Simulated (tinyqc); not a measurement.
Inside a calculation. Method: Hubbard ring of 4 sites. Computed by tinyqc, a small Python program that keeps every step. Settings: hopping = 1.81, U = 1.8, mixing = 0.5, iteration cap = 61. Command: `OMP_NUM_THREADS=1 python tinyqc.py 25752 25753 out.jsonl` (the two numbers bound the seeds that draw the settings). One thread of a shared host (Intel(R) Xeon(R) Processor @ 2.60GHz), about 0.2 s of CPU time with the checks.

one-body matrix (hopping and site energies) (eV), lower triangle:
```
           1          2          3          4
1  -0.330000
2  -1.810000  -0.850000
3   0.000000  -1.810000   0.670000
4  -1.810000   0.000000  -1.810000  -0.050000
```

U = 1.800000 eV

electrons, up and down: 2  2

n(up) at the start (a guess, not normalised): 1 0.500000, 2 0.500000, 3 0.500000, 4 0.500000

n(down) at the start (a guess): 1 0.500000, 2 0.500000, 3 0.500000, 4 0.500000

Each step fills the lowest levels of T + U n(other spin) and sets n(new) = n + mixing (n(out) - n); stop when output and input agree to 1e-8.

Course of the cycle:
```
iteration       E (eV)  largest |n(out) - n(in)|  mean |n_up - n_down|
1          -6.23316091                  3.27e-01              0.000000
2          -6.31594004                  1.35e-01              0.000000
3          -6.08779659                  2.39e-01              0.000000
4          -6.25341871                  2.12e-01              0.000000
5          -6.30211560                  1.14e-01              0.000000
6          -6.28706930                  1.39e-01              0.000000
7          -5.68815145                  3.36e-01              0.000000
8          -6.22764855                  2.73e-01              0.000000
9          -6.32805121                  7.88e-02              0.000000
10         -5.96620999                  2.65e-01              0.000000
11         -6.24297828                  2.38e-01              0.000000
...                ...                       ...                   ...
51         -6.34822472                  2.64e-02              0.000000
52         -6.34907809                  1.04e-02              0.000000
53         -6.34877522                  1.15e-02              0.000000
54         -6.34560380                  2.77e-02              0.000000
55         -6.26988168                  1.22e-01              0.000000
56         -6.27454247                  1.66e-01              0.000000
57         -5.79160813                  3.12e-01              0.000000
58         -6.23279708                  2.62e-01              0.000000
59         -6.33728103                  6.43e-02              0.000000
60         -6.12983294                  2.05e-01              0.000000
61         -6.25555369                  2.08e-01              0.000000
```

Can the last value be used, and what does the course show?

Not by the stop rule. Not converged within 61 iterations: the residual wanders without falling. The lowest mean-field energy found from random starts is -6.61292 eV. Reruns (cap 100 unless said): mixing 0.2: converged in 57 to a higher stationary point (E = -6.34920); mixing 0.9: not converged; the original settings with a cap of 400: not converged.
